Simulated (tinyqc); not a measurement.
Bandgap voltage reference from two bipolar transistors: two steps of the calculation.

Two transistors of area 1 and N carry the same current I. Is(T) = Is (T/T0)^eta exp[(Vg0 q/kB)(1/T0 - 1/T)], VBE1 = Vt ln(I/Is(T)) + I rb, VBE2 = Vt ln(I/(N Is(T))) + I rb/N. The amplifier forces I R1(T) = VBE1 - VBE2 + Vos, with R(T) = R (1 + tc (T - T0)) for both resistors, and the output is Vref = VBE1 + I R2(T). Base currents and the Early effect are neglected.

Inputs (values chosen for the exercise); values of the order met in silicon bipolar transistors:
```
symbol    value   unit                                                   meaning
T0          298      K                                     reference temperature
Vg0       1.172      V                      band-gap voltage extrapolated to 0 K
eta         3.9                   temperature exponent of the saturation current
Is      8.2e-17      A           saturation current of the unit transistor at T0
N             4                              area ratio of the second transistor
R1           13   kohm  resistor across which the difference of VBE falls, at T0
tc            0  ppm/K                 temperature coefficient of both resistors
Vos         0.7     mV                                   offset of the amplifier
rb           38    ohm                  series resistance of the unit transistor
R2          224   kohm                                     output resistor at T0
T           273      K                                               temperature
```

Constants: q = 1.602176634e-19 C, kB = 1.380649e-23 J/K. Results are converted to the units shown.

Question 1. Operating point at the reference temperature. Vt = kB T/q; I = (Vt ln N + Vos)/(R1(T) - rb (1 - 1/N)). Evaluate at T = T0.

Give: Vt; I; Is(T); VBE1; I R2; Vref.

Answer 1.

Vt = 0.02568 V
I = 2.798 uA
Is(T) = 8.200e-17 A
VBE1 = 0.6229 V
I R2 = 0.6268 V
Vref = 1.250 V

Question 2. Operating point at another temperature. 

Give: Vt; I; Is(T); VBE1; I R2; Vref.

Answer 2.

Vt = 0.023525 V
I = 2.5682 uA
Is(T) = 8.9188e-19 A
VBE1 = 0.67501 V
I R2 = 0.57527 V
Vref = 1.2503 V

From T0 to T, VBE1 changes by 52.1 mV and I R2 by -51.6 mV, which leaves 0.510 mV in Vref.

tinyqc, about 0.02 s, one thread, Intel Xeon 2.30GHz (shared host): `OMP_NUM_THREADS=1 python tinyqc.py 2062024 2062025 out.jsonl`
